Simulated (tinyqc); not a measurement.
## Segment and feed resistance from two drops

Problem. A rail is fed at one end through Rq; K loads of Ij follow, each after a segment Rs. The drop at load j is K Ij Rq + Rs Ij sum_(l=1..j) (K - l + 1). Find Rs, Rq and the worst drop, at the middle, if the rail were fed through Rq at both ends: K Ij Rq/2 + Rs Ij K^2/8 with the load taken as continuous.

Values chosen for this exercise: number of equal loads K = 25; current of each load Ij = 0.38 mA.

drops at the first and at the last load (mV): [1.8145000, 14.354500]

Solution. The difference of the two drops is Rs Ij K (K - 1)/2, which gives Rs; the first drop then gives Rq.

Rs = 0.1100 ohm
Rq = 0.08100 ohm
drop at the middle with two feeds = 3.650 mV

tinyqc, about 0.08 s, one thread, Intel Xeon 2.30GHz (shared host): `OMP_NUM_THREADS=1 python tinyqc.py 2770206 2770207 out.jsonl`
